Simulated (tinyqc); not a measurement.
Dopants and charged point defects at anneal temperature: Fermi-level effect, clustering and pairing: one step, computed by the program tinyqc.

Boltzmann statistics and full ionisation of active dopants. Energies are counted from the valence band; the defect (a vacancy or self-interstitial) has five charge states, with all degeneracy factors one.

Question. The host at the anneal temperature. E_g = E_g0 - alpha T^2/(T + beta). N_c = 2 M_c (2 pi m_e k_B T/h^2)^(3/2) and N_v = 2 (2 pi m_h k_B T/h^2)^(3/2), masses in units of m_0. n_i = sqrt(N_c N_v) exp(-E_g/2 k_B T); E_i = E_g/2 + (k_B T/2) ln(N_v/N_c).

Inputs (values chosen for the exercise, with bands modelled on GaAs):

| quantity | value | unit |
|---|---|---|
| gap at 0 K E_g0 | 1.53 | eV |
| Varshni alpha | 0.000547 | eV/K |
| Varshni beta | 198 | K |
| electron mass m_e | 0.0674 | m_0 |
| valleys M_c | 1 | - |
| hole mass m_h | 0.538 | m_0 |
| anneal temperature T | 1070 | K |

Dopant: donor. Second part: clustering of the dopant.

Constants: m_0 = 9.1093837015e-31 kg; k_B = 1.380649e-23 J/K; h = 6.62607015e-34 J s; k_B = 8.617333262e-05 eV/K.

Give: E_g; k_B T; n_i; E_i; effective density of states N_b of the majority band.

Answer.

E_g = 1.0361 eV

k_B T = 0.092205 eV

n_i = 5.0990e+16 cm^-3

E_i = 0.66170 eV

effective density of states N_b of the majority band = 2.9577e+18 cm^-3
